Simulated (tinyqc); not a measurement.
# Carrier lifetime from Shockley-Read-Hall, radiative, Auger and surface recombination, step by step

A worked calculation. Computed by tinyqc, a small Python program that keeps every step. Command: `OMP_NUM_THREADS=1 python tinyqc.py 3019344 3019345 out.jsonl lifetime walk`. One thread of a shared host (Intel(R) Xeon(R) Processor @ 2.30GHz), about 0.02 s of CPU time with the checks. Intermediate numbers are printed to about 6 digits and carried at full precision; extremes and crossings named in words are read from the listed rows.

Energies are counted from the top of the valence band. Boltzmann statistics, full ionisation, and equal excess densities of electrons and holes.

Inputs (values chosen for the exercise, for a model semiconductor):
```
quantity                          value        unit
gap E_g                            1.24          eV
electron mass m_e                0.0887         m_0
valleys M_c                           1           -
hole mass m_h                     0.446         m_0
temperature T                       400           K
doping N                        2.4e+14       cm^-3
trap level E_t                    0.504          eV
trap density N_t                4.9e+12       cm^-3
electron cross-section sigma_n  7.7e-15        cm^2
hole cross-section sigma_p      2.8e-16        cm^2
radiative coefficient B         1.2e-10      cm^3/s
Auger coefficient C_n           1.5e-31      cm^6/s
Auger coefficient C_p           1.2e-31      cm^6/s
excess density dn               8.7e+13       cm^-3
generation rate G               1.8e+21  cm^-3 s^-1
diffusion coefficient D              22      cm^2/s
surface velocity S                 4000        cm/s
thickness W                         120  micrometre
```

Doping: p-type. Surface term: two equal surfaces.

Constants: m_0 = 9.1093837015e-31 kg; k_B = 1.380649e-23 J/K; h = 6.62607015e-34 J s; k_B = 8.617333262e-05 eV/K.

## Equilibrium densities

N_c = 2 M_c (2 pi m_e k_B T/h^2)^(3/2) and N_v = 2 (2 pi m_h k_B T/h^2)^(3/2), masses in units of m_0. n_i = sqrt(N_c N_v) exp(-E_g/2 k_B T); majority density N/2 + sqrt(N^2/4 + n_i^2), minority density n_i^2 over it.

N_c = 1.02062e+18 cm^-3

N_v = 1.15075e+19 cm^-3

n_i = 5.28771e+10 cm^-3

n_0 = 1.16500e+07 cm^-3

p_0 = 2.40000e+14 cm^-3

## Capture times and SRH densities

v = sqrt(3 k_B T/m) with m_e or m_h; tau_n0 = 1/(sigma_n v_n N_t), tau_p0 = 1/(sigma_p v_p N_t); n1 = N_c exp(-(E_g - E_t)/k_B T), p1 = N_v exp(-E_t/k_B T).

v_n = 4.52820e+07 cm/s

v_p = 2.01939e+07 cm/s

tau_n0 = 5.85312e-07 s

tau_p0 = 3.60932e-05 s

n1 = 5.44094e+08 cm^-3

p1 = 5.13880e+12 cm^-3

## Surface lifetime

The slowest diffusion mode has x tan x = S W/(2 D) with 0 < x < pi/2 (bisection), and tau_s = W^2/(4 x^2 D). The common approximation is W/(2 S) + W^2/(pi^2 D).

x = 0.887727

tau_s = 2.07645e-06 s

approximate tau_s = 2.16319e-06 s

The approximation is off by 4.2 %. Surface and diffusion both limit.

## Lifetimes at the given injection

With n = n_0 + dn, p = p_0 + dn and U/dn = 1/tau: (n p - n_i^2)/dn = n_0 + p_0 + dn = s; 1/tau_SRH = s/[tau_p0 (n + n1) + tau_n0 (p + p1)]; 1/tau_rad = B s; 1/tau_Aug = (C_n n + C_p p) s; the rates add, with 1/tau_s. Radiative efficiency = tau_eff/tau_rad; effective diffusion length = sqrt(D tau_eff).

tau_SRH at dn = 1.01974e-05 s

tau_rad at dn = 2.54842e-05 s

tau_Aug at dn = 58.4835 s

effective lifetime at dn = 1.61578e-06 s

radiative efficiency at dn = 0.0634031

effective diffusion length at dn = 59.6214 micrometre

Surface recombination carries 78 % of the rate; dn/N = 0.36 is intermediate injection. Caution: beyond low injection D should be the ambipolar coefficient.

## Steady state under generation

dn solves dn/tau_eff(dn) = G (60 bisections in ln dn between 1e-2 and 1e22 cm^-3); the splitting of the quasi-Fermi levels is k_B T ln(n p/n_i^2).

steady excess density = 2.22800e+15 cm^-3

lifetime in the steady state = 1.23778e-06 s

quasi-Fermi splitting under G = 0.737630 eV

The splitting, an upper bound for e V_oc, is 59 % of the gap.

## Lifetime against injection

Rows stop below half the smaller effective density of states.

Lifetimes (s):
```
dn (cm^-3)          SRH    radiative        Auger    effective  radiative efficiency  fastest channel
1.00e+10    5.99431e-07  3.47208e-05  1.44656e+02  4.59002e-07              0.013220              SRH
1.00e+11    6.12955e-07  3.47078e-05  1.44480e+02  4.66887e-07              0.013452              SRH
1.00e+12    7.47640e-07  3.45781e-05  1.42737e+02  5.41110e-07              0.015649              SRH
1.00e+13    2.04115e-06  3.33333e-05  1.26984e+02  9.98491e-07              0.029955              SRH
1.00e+14    1.12099e-05  2.45098e-05  5.27092e+01  1.63506e-06              0.066710          surface
1.00e+15    2.96952e-05  6.72043e-06  2.69897e+00  1.50587e-06              0.224073          surface
1.00e+16    3.58329e-05  8.13802e-07  3.57873e-02  5.75266e-07              0.706886        radiative
1.00e+17    3.65921e-05  8.31338e-08  3.69090e-04  7.97421e-08              0.959202        radiative
```

tau_SRH goes from 5.99e-7 s at low injection (the minority capture time, 5.85e-7 s) to 3.66e-5 s in the last row; at high injection it tends to tau_n0 + tau_p0 = 3.67e-5 s. Ruling channel by row: SRH from 1e10, surface from 1e14, radiative from 1e16 cm^-3.

## Where in the gap a trap does harm

Low injection: tau = [tau_p0 (n_0 + n1) + tau_n0 (p_0 + p1)]/(n_0 + p_0). Depleted region (n = p = 0): generation lifetime tau_g = (tau_p0 n1 + tau_n0 p1)/n_i. n1 = N_c exp(-(E_g - E_t)/k_B T), p1 = N_v exp(-E_t/k_B T).

The same trap at other energies:
```
E_t (eV)  SRH lifetime (s)  generation lifetime (s)
0.074          3.28002e-03              1.48848e+01
0.186          1.27836e-04              5.77570e-01
0.310          4.07134e-06              1.58225e-02
0.434          6.80823e-07              4.33502e-04
0.558          5.88322e-07              1.36535e-05
0.620          5.88115e-07              1.27144e-05
0.682          5.99693e-07              6.52684e-05
0.806          1.10762e-06              2.37064e-03
0.930          1.96510e-05              8.65357e-02
1.054          6.96543e-04              3.15883e+00
1.166          1.79364e-02              8.14075e+01
```

The SRH lifetime (other channels left aside) stays within 10 % of its least value, among these rows, from E_t = 0.558 to 0.682 eV. The generation lifetime has a sharp minimum, among these rows at 0.62 eV and exactly at 0.591 eV, where tau_p0 n1 = tau_n0 p1, since generation needs two thermal jumps and the larger one rules.

Checks made by the program: n1 p1 = n_i^2 (relative difference below 1e-10); x tan x at the root (relative difference below 1e-10).
